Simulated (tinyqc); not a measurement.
From results back to parameters: trap in a gate oxide as a short-range spherical well. Four cases, with inputs chosen for the exercise.

Problem. In the Lucovsky model sigma goes as (h nu - Et)^(3/2)/(h nu)^3. The ratio of the cross-sections at h1 and h2 was computed from a hidden Et.

Find: Et.

Method. y = [ratio (h1/h2)^3]^(2/3), and Et = (h1 - y h2)/(1 - y): the plot of (sigma (h nu)^3)^(2/3) against h nu is a line through Et.

Case 1.

Values chosen (out of a larger set: near those of SiO2 on Si; not measured data): h1 = 3.961 eV (first photon energy); h2 = 5.584 eV (second photon energy).

sigma(h1)/sigma(h2) = 0.782315

Solution.

Et = 2.751 eV

Case 2.

Values chosen (out of a larger set: near those of Al2O3 on GaAs; not measured data): h1 = 1.545 eV (first photon energy); h2 = 2.325 eV (second photon energy).

sigma(h1)/sigma(h2) = 0.400718

Solution.

Et = 1.299 eV

Case 3.

Values chosen (out of a larger set: near those of SiO2 on Si; not measured data): h1 = 3.488 eV (first photon energy); h2 = 5.64 eV (second photon energy).

sigma(h1)/sigma(h2) = 0.414394

Solution.

Et = 2.907 eV

Case 4.

Values chosen (out of a larger set: near those of Al2O3 on GaAs; not measured data): h1 = 1.153 eV (first photon energy); h2 = 2.226 eV (second photon energy).

sigma(h1)/sigma(h2) = 0.285474

Solution.

Et = 1.012 eV

Computed by tinyqc, one run a case: `OMP_NUM_THREADS=1 python tinyqc.py N N+1 out.jsonl` with N = 1251166, 1251217, 1251291, 1251360; one thread of a shared Intel(R) Xeon(R) Processor @ 2.30GHz, about 0.01 s a run at most.
